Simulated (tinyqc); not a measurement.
Worked calculation: inverse iteration on a symmetric matrix. Computed by tinyqc, a small Python program that keeps every step. Settings: method = inverse, shift = 1.12. Command: `OMP_NUM_THREADS=1 python tinyqc.py 31213 31214 out.jsonl` (the two numbers bound the seeds that draw the settings). One thread of a shared host (Intel(R) Xeon(R) Processor @ 2.60GHz), about 0.01 s of CPU time with the checks.

A:
$$\begin{pmatrix}
0.77200 & 0.84300 & -0.22600 & -0.35400 \\
0.84300 & 1.13100 & -0.62200 & -1.07600 \\
-0.22600 & -0.62200 & 1.34700 & -0.84400 \\
-0.35400 & -1.07600 & -0.84400 & 1.66900
\end{pmatrix}$$

Stop when the residual |A v - lambda v| is below 1e-9.

Steps:
```
step     lambda  residual
1     0.2599136  4.37e-01
2     0.3423504  2.69e-01
3     0.3654210  1.69e-01
4     0.3694236  1.15e-01
5     0.3690590  8.33e-02
6     0.3681222  6.26e-02
7     0.3673799  4.77e-02
8     0.3668908  3.67e-02
9     0.3665875  2.82e-02
10    0.3664039  2.18e-02
11    0.3662938  1.68e-02
12    0.3662280  1.30e-02
13    0.3661888  1.00e-02
14    0.3661654  7.72e-03
15    0.3661515  5.96e-03
16    0.3661432  4.60e-03
17    0.3661383  3.55e-03
18    0.3661353  2.74e-03
19    0.3661336  2.11e-03
20    0.3661326  1.63e-03
21    0.3661319  1.26e-03
22    0.3661316  9.71e-04
23    0.3661313  7.50e-04
24    0.3661312  5.79e-04
25    0.3661311  4.46e-04
26    0.3661311  3.45e-04
27    0.3661311  2.66e-04
28    0.3661310  2.05e-04
29    0.3661310  1.58e-04
30    0.3661310  1.22e-04
```

Can the last value be used, and what does the course show?

Not by the stop rule, although the second column moves by less than 1e-07 over the last three steps. Not converged in 30 steps: the residual falls only by the ratio of the two smallest distances of eigenvalues from the shift, 0.77 a step. all eigenvalues, for comparison: [-0.38697, 0.36613, 2.09685, 2.84300].
